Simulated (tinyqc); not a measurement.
# From total reverse current back to temperature T

Model: trap-assisted generation and recombination current of an abrupt junction. Computed by tinyqc, a small Python program. Command: `OMP_NUM_THREADS=1 python tinyqc.py 3014662 3014663 out.jsonl junctionleak inv`. One thread of a shared host (Intel(R) Xeon(R) Processor @ 2.30GHz), about 0.04 s of CPU time with the checks.

Depletion approximation, flat quasi-Fermi levels across the depleted layer, long neutral regions with minority lifetimes tau_n and tau_p, full ionisation and Boltzmann statistics. Voltages in exponents stand for e V.

Inputs (values chosen for the exercise, with bands and screening modelled on silicon):
```
quantity                              value    unit
gap E_g                                1.11      eV
electron mass m_e                     0.332     m_0
valleys M_c                               6       -
hole mass m_h                          0.78     m_0
dielectric constant eps                11.5       -
acceptor density N_A                1.2e+17   cm^-3
donor density N_D                   3.3e+17   cm^-3
capture time tau_n                    5e-07       s
capture time tau_p                  1.8e-09       s
trap level E_t - E_i                      0      eV
electron diffusion coefficient D_n       16  cm^2/s
hole diffusion coefficient D_p          6.9  cm^2/s
reverse bias V_r                        4.2       V
tunnelling mass m_t                     0.2     m_0
```

Field enhancement: Hurkx tunnelling factor.

Constants: k_B = 8.617333262e-05 eV/K; m_0 = 9.1093837015e-31 kg; k_B = 1.380649e-23 J/K; h = 6.62607015e-34 J s; e = 1.602176634e-19 C; eps_0 = 8.8541878128e-12 F/m; hbar = 1.054571817e-34 J s.

Method:
- N_c = 2 M_c (2 pi m_e k_B T/h^2)^(3/2) and N_v = 2 (2 pi m_h k_B T/h^2)^(3/2), masses in units of m_0.
- n_i = sqrt(N_c N_v) exp(-E_g/2 k_B T); V_bi = (k_B T/e) ln(N_A N_D/n_i^2); diffusion saturation current J_d0 = e n_i^2 [sqrt(D_n/tau_n)/N_A + sqrt(D_p/tau_p)/N_D].
- W = sqrt(2 eps eps_0 (V_bi - V)(1/N_A + 1/N_D)/e), x_p = W N_D/(N_A + N_D), x_n = W - x_p, peak field F_m = 2 (V_bi - V)/W; reverse bias means V = -V_r.
- Both capture times are divided by 1 + Gamma, Gamma = 2 sqrt(3 pi) (F/F_G) exp((F/F_G)^2), F_G = sqrt(24 m_t (k_B T)^3)/(e hbar) (the low-field Hurkx form), F being the local field, linear in x from 0 at the edges to F_m.
- Potential from the p edge: phi = (V_bi - V) x^2/(x_p W) on the p side and (V_bi - V)[1 - (W - x)^2/(x_n W)] on the n side; p = N_A exp(-phi/k_B T), n = n_i^2 exp(V/k_B T)/p; U = (n p - n_i^2)/[tau_p (n + n_i exp(dE/k_B T)) + tau_n (p + n_i exp(-dE/k_B T))], dE = E_t - E_i, n1 = n_i exp(dE/k_B T), p1 = n_i exp(-dE/k_B T); J_t = e int U dx by the trapezoid rule on 400 intervals on each side.
- Generation lifetime tau_g = tau_p exp(dE/k_B T) + tau_n exp(-dE/k_B T); textbook estimate e n_i W/tau_g; generation current J_g = -J_t; total = J_g + J_d0 (1 - exp(-V_r/k_B T)).

Problem. A run gave the result below. Find the temperature T, known to lie between 270 and 460 K.

total reverse current = 3.126607e-06 A/cm^2

Solution.

Each step takes the trial c = (a f_b - b f_a)/(f_b - f_a), f being the result less the target and a, b, c the logarithms of the listed values; c replaces end b, the old b replaces a if the sign of f changed, and otherwise f_a is halved.

Scan of the range:
```
temperature T (K)  total reverse current (A/cm^2)
270                                   8.10153e-08
295                                   4.74769e-07
322                                   2.49360e-06
352                                   1.22196e-05
385                                   5.47186e-05
421                                   2.22866e-04
460                                   8.45326e-04
```

False position (Illinois rule, in the logarithm of the input) inside the bracket:
```
step    end a    end b    trial  total reverse current (A/cm^2)
1     322.000  352.000  323.872                     2.77375e-06
2     352.000  323.872  324.881                     2.93633e-06
3     352.000  324.881  325.929                     3.11427e-06
4     352.000  325.929  326.065                     3.13796e-06
5     325.929  326.065  326.000                     3.12659e-06
6     326.065  326.000  326.000                     3.12661e-06
7     326.065  326.000  326.000                     3.12661e-06
8     326.000  326.000  326.000                     3.12661e-06
```

Total reverse current rises at every point of a 13-point scan of the range (every second point is shown), so one value fits; it is bracketed by 322 and 352. Answer: temperature T = 326.0 K.

Caution: at such a field avalanche multiplication or band-to-band tunnelling, left out here, may dominate the reverse current.
